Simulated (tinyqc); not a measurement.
## Thermal resistances of a two-die stack

Inverse problem. Heat leaves through the lower die only, and the system is linear. Find the resistance R1 from the lower die to the coolant, R2 between the dies, and the rise of the upper die when both are powered.

Parameters, values chosen for the exercise: power of the lower die P1 = 25 W; power of the upper die P2 = 10 W.

rises of the lower and upper die with only the lower one powered (K): [8, 8]
rises of the lower and upper die with only the upper one powered (K): [3.2, 7.2]

Solution. With only the lower die powered no heat crosses R2, so both dies rise by P1 R1; the difference in the second test is P2 R2; rises add.

R1 = 0.320 K/W
R2 = 0.400 K/W
rise of the upper die = 15.2 K

Numbers from tinyqc (`OMP_NUM_THREADS=1 python tinyqc.py 2162089 2162090 out.jsonl`; about 0.03 s on one thread of a shared Intel Xeon 2.30GHz).
